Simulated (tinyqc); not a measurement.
Composition and strain of an epitaxial Si(1-x)Ge(x) layer from Raman and X-ray peaks: one step, computed by the program tinyqc. Command: `OMP_NUM_THREADS=1 python tinyqc.py 3008974 3008975 out.jsonl epiraman walk`. One thread of a shared host (Intel(R) Xeon(R) Processor @ 2.30GHz), about 0.01 s of CPU time with the checks.

A (001) layer, biaxially strained in the plane. The Raman peaks follow empirical lines omega = w0 + c1 x + c3 x^3 + b eps (c3 for Si-Ge alone), with eps the in-plane strain.

Task: Lattice constants and strain. Relaxed lattice constant a(x) = a_Si + (a_Ge - a_Si) x - B x (1 - x). In-plane constant a_par = a_sub + R (a(x) - a_sub); eps = a_par/a(x) - 1; eps_perp = -(2 C12/C11) eps with 2 C12/C11 linear in x; a_perp = a(x) (1 + eps_perp).

Inputs (values chosen for the exercise, modelled on silicon-germanium):
```
quantity                value      unit
Ge fraction x            0.74         -
degree of relaxation R   0.73         -
lattice constant of Si  5.431  angstrom
lattice constant of Ge  5.658  angstrom
bowing B                0.028  angstrom
2 C12/C11 of Si         0.777         -
2 C12/C11 of Ge         0.752         -
```

Substrate: silicon.

Give: relaxed constant a(x); substrate constant a_sub; a_par; in-plane strain eps; strain along the normal; a_perp.

Result:

relaxed constant a(x) = 5.594 angstrom

substrate constant a_sub = 5.431 angstrom

a_par = 5.550 angstrom

in-plane strain eps = -7.848 per mille

strain along the normal = 5.953 per mille

a_perp = 5.627 angstrom

The layer is under compression in the plane and is stretched along the normal.
